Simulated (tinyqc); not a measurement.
## Ionisation ratio from the excess noise

Question. In the local model of an avalanche photodiode F = k M + (1 - k)(2 - 1/M), k the ratio of the ionisation coefficient of the other carrier to that of the injected one. Find k and F at twice the gain.

M = 23
excess noise factor F = 2.6509565

Answer. F is linear in k: k = (F - 2 + 1/M)/(M - 2 + 1/M).

k = 0.0330
F at 2 M = 3.43

Numbers from tinyqc (`OMP_NUM_THREADS=1 python tinyqc.py 2120130 2120131 out.jsonl`; about 0.06 s on one thread of a shared Intel Xeon 2.30GHz).
